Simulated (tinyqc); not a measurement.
Velocity overshoot from momentum and energy balance equations after a field step. From steady velocity back to field after the step F. Computed by tinyqc, a small Python program. Command: `OMP_NUM_THREADS=1 python tinyqc.py 3000559 3000560 out.jsonl overshoot inv`. One thread of a shared host (Intel(R) Xeon(R) Processor @ 2.30GHz), about 0.3 s of CPU time with the checks.

At t = 0 the field jumps from 0 to F in a uniform sample. v is the drift velocity and u = w - (3/2) k_B T the excess energy per carrier.

Inputs (values chosen for the exercise, modelled on electrons in GaN except for tau_E):
```
quantity                      value        unit
effective mass m                0.2         m_0
low-field mobility mu_0        1200  cm^2/(V s)
saturation velocity v_s           2    1e7 cm/s
energy relaxation time tau_E   0.78          ps
lattice temperature T           300           K
```

Scheme: explicit Euler.

Constants: m_0 = 9.1093837015e-31 kg; e = 1.602176634e-19 C; k_B = 8.617333262e-05 eV/K.

Method. dv/dt = e F/m - v/tau_m(u), du/dt = e F v - u/tau_E, tau_m(u) = tau_0/(1 + c u), tau_0 = m mu_0/e, c = mu_0/(e tau_E v_s^2); this choice gives the steady state v (1 + mu_0 F v/v_s^2) = mu_0 F, which saturates at v_s. Steady velocity v = 2 mu_0 F/(1 + sqrt(1 + 4 (mu_0 F/v_s)^2)); u = e F v tau_E; carrier temperature T + 2u/(3 k_B), neglecting the drift energy m v^2/2.

Question. A run gave the result below. Find the field after the step F, known to lie between 110 and 350 kV/cm.

steady velocity = 1.913085 1e7 cm/s

Answer.

Each step takes the trial c = (a f_b - b f_a)/(f_b - f_a), f being the result less the target and a, b, c the logarithms of the listed values; c replaces end b, the old b replaces a if the sign of f changed, and otherwise f_a is halved.

Scan of the range:
```
field after the step F (kV/cm)  steady velocity (1e7 cm/s)
110                                                1.85422
133                                                1.87861
162                                                1.89976
196                                                1.91677
238                                                1.93120
289                                                1.94316
350                                                1.95295
```

False position (Illinois rule, in the logarithm of the input) inside the bracket:
```
step    end a    end b    trial  steady velocity (1e7 cm/s)
1     162.000  196.000  188.069                     1.91334
2     162.000  188.069  187.028                     1.91287
3     188.069  187.028  187.500                     1.91309
4     187.028  187.500  187.499                     1.91309
```

Steady velocity rises at every point of a 13-point scan of the range (every second point is shown), so one value fits; it is bracketed by 162 and 196. Answer: field after the step F = 187.5 kV/cm.

Caution: the excess energy exceeds 0.5 eV, where non-parabolicity, upper valleys and impact ionisation matter.
